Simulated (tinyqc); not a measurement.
Thin (001) film in sp3s* tight binding with raised dangling bonds, step by step. Values are carried at full precision from step to step, so a last printed digit may differ when a step is redone from the rounded ones.

sp3s* tight binding, nearest neighbours only: anion (a) at 0, cation (c) at a/4 (1,1,1), orbitals s, px, py, pz, s* on each; k in units of 2 pi/a. With phases e_j = exp(i (pi/2) k.n_j) for n = (1,1,1), (1,-1,-1), (-1,1,-1), (-1,-1,1): g0 = (e1+e2+e3+e4)/4, g1 = (e1+e2-e3-e4)/4, g2 = (e1-e2+e3-e4)/4, g3 = (e1-e2-e3+e4)/4. The diagonal holds the levels Esa, Epa, Exa (s*) and Esc, Epc, Exc. Anion-cation block: <sa|sc> = Vss g0; <sa|xc> = Vsapc g1; <xa|sc> = -Vscpa g1; <xa|xc> = Vxx g0; <xa|yc> = <ya|xc> = Vxy g3, <xa|zc> = <za|xc> = Vxy g2, <ya|zc> = <za|yc> = Vxy g1; <s*a|xc> = Vxapc g1; <xa|s*c> = -Vpaxc g1; y and z take g2 and g3 in place of g1; s-s* and s*-s* vanish.

Inputs chosen for the exercise (out of a larger set: near a published set for AlAs, fitted to gaps, whose masses and valley positions are rough; not measured data): p = (-7.553, 0.981, -1.162, 3.606, 7.546, 6.661, -6.675, 1.871, 4.273, 5.099, 5.47, 4.576, 4.979) eV (order Esa, Epa, Esc, Epc, Exa, Exc, Vss, Vxx, Vxy, Vsapc, Vscpa, Vxapc, Vpaxc); N = 4 (atomic planes in the small film); dl = 5 eV (shift of the dangling hybrids).

## Bulk edges along [001]

Gap at Gamma and minimum on (0,0,kz), kz from 0.5 to 1, from the bulk Ev. States at zero in-plane momentum come from this line alone.

edges (eV): Gamma 3.0349, Delta 2.2361

kz of the minimum = 0.8381 2 pi/a

## The two blocks of the small film

Planes alternate anion (a), cation (c) along [001], a/4 apart, starting with an anion; zero in-plane momentum; levels counted from the bulk Ev, the lower root of [[Epa, Vxx], [Vxx, Epc]]; no spin-orbit coupling. Block of s, pz, s*: from an anion to the cation above, Vss/2 (s,s), Vsapc/2 (s,z), -Vscpa/2 (z,s), Vxx/2 (z,z), Vxapc/2 (s*,z), -Vpaxc/2 (z,s*); to the cation below the same with the s-z and s*-z signs reversed. Block of u = (px + py)/sqrt2 and v = (px - py)/sqrt2: to the cation above (Vxx + Vxy)/2 for u and (Vxx - Vxy)/2 for v, to the cation below the reverse. Each surface atom has two dangling sp3 hybrids; raising both by dl adds (dl/2) [[1, t], [t, 1]] to its s, pz levels (t = -1 at the bottom face, +1 at the top) and dl to the one of u, v in whose plane the missing bonds lie (v for a bottom anion or a top cation, u for a top anion).

Fill them in.

s, pz, s* block (eV), rows sa1, za1, *a1, sc2, zc2, *c2, sa3, za3, *a3, sc4, zc4, *c4 and columns alike:
```
[[-5.061, -2.500, 0, -3.337, 2.550, 0, 0, 0, 0, 0, 0, 0],
 [-2.500, 3.473, 0, -2.735, 0.935, -2.490, 0, 0, 0, 0, 0, 0],
 [0, 0, 7.538, 0, 2.288, 0, 0, 0, 0, 0, 0, 0],
 [-3.337, -2.735, 0, -1.170, 0, 0, -3.337, 2.735, 0, 0, 0, 0],
 [2.550, 0.935, 2.288, 0, 3.598, 0, -2.550, 0.935, -2.288, 0, 0, 0],
 [0, -2.490, 0, 0, 0, 6.653, 0, 2.490, 0, 0, 0, 0],
 [0, 0, 0, -3.337, -2.550, 0, -7.561, 0, 0, -3.337, 2.550, 0],
 [0, 0, 0, 2.735, 0.935, 2.490, 0, 0.973, 0, -2.735, 0.935, -2.490],
 [0, 0, 0, 0, -2.288, 0, 0, 0, 7.538, 0, 2.288, 0],
 [0, 0, 0, 0, 0, 0, -3.337, -2.735, 0, 1.330, 2.500, 0],
 [0, 0, 0, 0, 0, 0, 2.550, 0.935, 2.288, 2.500, 6.098, 0],
 [0, 0, 0, 0, 0, 0, 0, -2.490, 0, 0, 0, 6.653]]
```

u, v block (eV), rows ua1, va1, uc2, vc2, ua3, va3, uc4, vc4 and columns alike:
```
[[0.973, 0, 3.072, 0, 0, 0, 0, 0],
 [0, 5.973, 0, -1.201, 0, 0, 0, 0],
 [3.072, 0, 3.598, 0, -1.201, 0, 0, 0],
 [0, -1.201, 0, 3.598, 0, 3.072, 0, 0],
 [0, 0, -1.201, 0, 0.973, 0, 3.072, 0],
 [0, 0, 0, 3.072, 0, 0.973, 0, -1.201],
 [0, 0, 0, 0, 3.072, 0, 3.598, 0],
 [0, 0, 0, 0, 0, -1.201, 0, 8.598]]
```

## Levels of the small film

Diagonalise both blocks.

levels of the s, pz, s* block (eV): [-11.000, -8.465, -3.749, 1.998, 2.892, 3.038, 3.897, 5.760, 7.289, 8.416, 9.523, 10.463]

levels of the u, v block (eV): [-1.669, -1.218, -0.564, 4.727, 5.135, 6.240, 6.790, 8.843]

1 level lies between 0 and the bulk edge 2.236 eV: 1.998 eV.

## Checks

- Lowest conduction level of 201 planes, with the dangling hybrids shifted far away, against the bulk edge: both 2.236.

Computed by tinyqc, a small Python program: `OMP_NUM_THREADS=1 python tinyqc.py 1450283 1450284 out.jsonl` (the numbers bound the seed that draws the inputs); one thread of a shared host (Intel(R) Xeon(R) Processor @ 2.30GHz), about 0.3 s for the whole set of steps.
